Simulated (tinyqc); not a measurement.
A square-lattice strip 2 sites wide in a magnetic flux, recursive Green functions: two steps of the calculation.

The device has N = 3 slices of 2 site(s), nearest-neighbour hopping -t, and site energies U; the leads are semi-infinite continuations with site energy 0 and no flux. The hopping from slice i to i + 1 inside the device carries the phase exp(2 pi i f j) on row j = 1, 2, ...: V = <i+1|H|i> = -t diag(exp(2 pi i f j)).

Parameters, values chosen for the exercise:
- t = 1 eV (hopping (matrix element -t))
- U = [0, 0.1, -0.17, 0.07, 0.22, 0.22] eV (site energies, slice by slice (2 a slice))
- E = -1.87 eV (energy)

Question 1. Slice 1. Forward pass: g_1 = (E - H_1 - Sigma)^(-1), g_i = (E - H_i - V g_(i-1) V^dagger)^(-1), with Sigma also subtracted on the last slice; G_(i,1) = g_i V G_(i-1,1), starting from g_1. H_i is the block of slice i: its site energies on the diagonal and -t between neighbouring rows.

Sigma (eV):
```
                         1                        2
1  -0.42040671-0.45021523i  -0.01459329-0.45021523i
2  -0.01459329-0.45021523i  -0.42040671-0.45021523i
```

Find: g_1.

Answer 1.

g_1 (1/eV):
```
                   1                  2
1  -0.43975-0.44812i  -0.03261-0.43064i
2  -0.03261-0.43064i  -0.42133-0.41385i
```

Question 2. Transmission and its channels. T(E) = Tr[Gamma G_(N,1) Gamma G_(N,1)^dagger]. The non-zero eigenvalues T_n of the matrix under the trace are the channel transmissions; Fano factor sum T_n (1 - T_n)/sum T_n.

G_(3,1) (1/eV):
```
                         1                       2
1  -0.02263132+0.05708576i  0.22500575-0.12941224i
2   0.21443244-0.07770993i  0.59396925-0.06359658i
```

Gamma (eV):
```
            1           2
1  0.90043045  0.90043045
2  0.90043045  0.90043045
```

Give: T(E); T_n; Fano factor.

Answer 2.

T(E) = 0.86535
T_n: 0.86535
Fano factor = 0.13465

With 1 open mode(s) in the leads T(E) cannot exceed 1. Inverting the whole matrix gives the same value.

Program tinyqc, `OMP_NUM_THREADS=1 python tinyqc.py 2660104 2660105 out.jsonl`; Intel Xeon 2.30GHz, shared host, one thread, about 0.02 s.
